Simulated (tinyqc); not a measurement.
# Memristor with linear dopant drift: effects of single changes

A film of thickness D has a doped share x: R = Ron x + Roff (1 - x), i = v/R, dx/dt = k i F with k = mv Ron/D^2 and F = 1 (no window). The drive is v = V0 sin(2 pi f t). The model has no threshold and no heating.

Inputs (values chosen for the exercise): resistance of the fully doped film Ron = 500 ohm; resistance of the undoped film Roff = 10000 ohm; film thickness D = 10 nm; dopant mobility mv = 1.6e-14 m^2/(V s); doped share at t = 0 x0 = 0.31; amplitude V0 = 1.2 V; frequency f = 25 Hz.

Each table varies one quantity; the others keep the values above.

## Effect of the amplitude on the first half period

The equation is integrated to convergence over the first half period; the lobe area is the integral of i dv, down branch less up branch.

Effect of the amplitude on the first half period:

| V0 (V) | x at half period | R0/R(half period) | peak i (uA) | lobe area (uW) |
|---|---|---|---|---|
| 0.24 | 0.3455 | 1.050 | 34.85 | 0.1365 |
| 0.4 | 0.3702 | 1.088 | 59.09 | 0.6656 |
| 0.56 | 0.3958 | 1.131 | 84.24 | 1.928 |
| 0.72 | 0.4225 | 1.178 | 110.4 | 4.342 |
| 0.88 | 0.4503 | 1.233 | 137.7 | 8.430 |
| 1.04 | 0.4795 | 1.296 | 166.4 | 14.86 |
| 1.2 | 0.5103 | 1.369 | 196.6 | 24.51 |

What does the table show?

As V0 goes from 0.24 to 1.2 V, x at half period rises from 0.345 to 0.510, the resistance ratio rises from 1.05 to 1.37 and the lobe area rises from 0.137 to 24.5 uW.

## Effect of the doped share at t = 0 on the first half period

Same model as above.

Results:

| x0 | x at half period | R0/R(half period) | peak i (uA) | lobe area (uW) |
|---|---|---|---|---|
| 0.02 | 0.1532 | 1.148 | 130.8 | 7.211 |
| 0.08 | 0.2228 | 1.172 | 140.2 | 8.880 |
| 0.14 | 0.2940 | 1.203 | 151.2 | 11.14 |
| 0.19 | 0.3549 | 1.236 | 161.9 | 13.69 |
| 0.31 | 0.5103 | 1.369 | 196.6 | 24.51 |

Estimate the missing row, x0 = 0.25.

Computed row:

| x0 | x at half period | R0/R(half period) | peak i (uA) | lobe area (uW) |
|---|---|---|---|---|
| 0.25 | 0.4306 | 1.290 | 177.3 | 17.99 |

With this row back in the table: As x0 goes from 0.02 to 0.31, x at half period rises from 0.153 to 0.510, the resistance ratio rises from 1.15 to 1.37 and the lobe area rises from 7.21 to 24.5 uW.

Computed by the program tinyqc: `OMP_NUM_THREADS=1 python tinyqc.py 2880051 2880052 out.jsonl`, one thread of a shared Intel Xeon 2.30GHz, about 0.1 s for the whole run.
